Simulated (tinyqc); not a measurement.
# Rectangular fin or nanosheet with a gate all round, subbands and threshold shift from confinement, step by step

Computed by the program tinyqc: `OMP_NUM_THREADS=1 python tinyqc.py 2350167 2350168 out.jsonl`, one thread of a shared Intel Xeon 2.30GHz, about 0.2 s for the whole run. Printed values are rounded.

Undoped body with a flat potential across it, hard walls, transport along x. Three valley pairs (g = 2 each) with the longitudinal mass along x, y or z. Non-parabolicity enters the subband edges through E (1 + al E) = gamma, so E = 2 gamma/(1 + sqrt(1 + 4 al gamma)); motion within a subband is taken as parabolic with the band-edge mass. Energies are counted from the bulk band edge.

Parameters, values chosen for the exercise; masses close to those of silicon:
```
symbol,value,unit,meaning
T,200,K,temperature
ml,0.907,m0,longitudinal mass
mt,0.193,m0,transverse mass
al,0,1/eV,non-parabolicity
t,2.1,nm,width (along y)
dl,0,nm,widening of the box by penetration into the insulator
H,2.1,nm,height (along z)
```

Constants: q = 1.602176634e-19 C, kB = 1.380649e-23 J/K, hbar = 1.054571817e-34 J s, m0 = 9.1093837015e-31 kg, Vt = kB T/q, hbar^2/(2 m0) = 0.0380998212 eV nm^2. Results are converted to the units shown.

Range of the model: A parabolic band overstates subband edges this high. Levels near or above 1 eV lie beyond real barriers and upper valleys; they are listed for the hard-wall model only. Below about 3 nm the effective-mass picture with bulk masses becomes unreliable.

## Lowest subbands

gamma = C pi^2 [a^2/(my (t + dl)^2) + b^2/(mz (H + dl)^2)], C = hbar^2/(2 m0). List the 5 lowest, labelled by valley axis and quantum numbers, with degeneracy g and N_k: N_k = g sqrt(2 mx m0 kB T/(pi hbar^2)).

```
subband,E_k (eV),g,N_k (cm^-1)
"y1,1",0.535812,2,3.33406e6
"z1,1",0.535812,2,3.33406e6
"y2,1",0.817843,2,3.33406e6
"z1,2",0.817843,2,3.33406e6
"x1,1",0.883602,2,7.22768e6
```

## Threshold shift

Each subband has N_k = g sqrt(2 mx m0 kB T/(pi hbar^2)); without degeneracy n = exp(EF/Vt) sum N_k exp(-E_k/Vt). Classical value Nc times t H, Nc = sum over valleys of 2 g (m m0 kB T/(2 pi hbar^2))^1.5 with m = (mx my mz)^(1/3). Threshold shift dVT = Vt ln(classical value/sum N_k exp(-E_k/Vt)). Use the subbands listed.

shares, subband y1,1 to x1,1 (%): [50.0000, 50.0000, 0.0000, 0.0000, 0.0000]
sum N_k exp(-E_k/Vt) = 2.09963e-7 cm^-1
Nc = 1.50642e19 cm^-3
classical value = 6.64333e5 cm^-1
dVT = 496.063 mV

With all subbands dVT = 496.1 mV. The lowest edge lies at 536 meV; dVT is smaller than that, since sum N_k exp(-(E_k - E_1)/Vt) exceeds the classical value.
